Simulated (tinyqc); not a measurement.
What grading buys: minority-electron transport through the base of a bipolar transistor (Moll-Ross and Kroemer integrals). Computed by tinyqc, a small Python program. Command: `OMP_NUM_THREADS=1 python tinyqc.py 3023616 3023617 out.jsonl base walk`. One thread of a shared host (Intel(R) Xeon(R) Processor @ 2.30GHz), about 0.03 s of CPU time with the checks.

Low injection, one dimension, x from the emitter edge (0) to the collector edge (W), s = x/W. Recombination is treated as a small correction (valid for tau_B well below tau_n), computed from the stored charge.

Inputs (values chosen for the exercise, modelled on GaAs): base doping at the emitter edge N_0 = 3.5e+18 1/cm^3; base width W = 19 nm; mu_min = 770 cm^2/(V s); mu_max = 7140 cm^2/(V s); N_ref = 2.1e+17 1/cm^3; saturation velocity v_s = 0.82 1e7 cm/s; temperature T = 300 K; doping ratio N_0/N(W) = 12.

Base doping profile: Gaussian. Gap grading: none. Exit of the base: infinite sink.

Constants: k_B = 8.617333262e-05 eV/K.

Method. N(x) = N_0 (ratio)^(-s^2); n_i(x)^2 = n_i^2 exp(s dE_g/k_B T); D(x) = (k_B T/e) mu, mu = mu_min + (mu_max - mu_min)/(1 + (N/N_ref)^0.7). With y(x) = N n_i^2/(D n_i(x)^2): base Gummel number G_B = int_0^W y dx; J_C = e n_i^2 exp(e V_BE/k_B T)/G_B; n(x) = (J_C/e)(n_i(x)^2/(N n_i^2)) [int_x^W y dx]; transit time tau_B = (e/J_C) int n dx; trapezoid rule on 401 even points.

The same base with other gradings:
```
dE_g (meV)  dE_g/k_B T  G_B (s/cm^4)  J_C gain  tau_B (ps)  speed gain
0                0.000    8.0076e+10    1.0000    0.017426      1.0000
25               0.967    6.1124e+10    1.3101    0.014426      1.2080
50               1.934    4.8456e+10    1.6525    0.012233      1.4245
75               2.901    3.9630e+10    2.0206    0.010580      1.6471
100              3.868    3.3249e+10    2.4084    0.009299      1.8739
150              5.802    2.4823e+10    3.2259    0.007460      2.3359
200              7.736    1.9625e+10    4.0803    0.006213      2.8046
300             11.605    1.3691e+10    5.8490    0.004645      3.7516
```

What follows from these numbers?

At 100 meV J_C rises by a factor 2.41 and the transit is 1.87 times faster; at 300 meV the factors are 5.85 and 3.75. For a uniform base without exit term both tend to be linear in dE_g/k_B T, J_C as x/(1 - exp(-x)) and the speed as x/2. From 0 meV on the mean velocity W/tau_B exceeds v_s, so those speed gains are overstated.
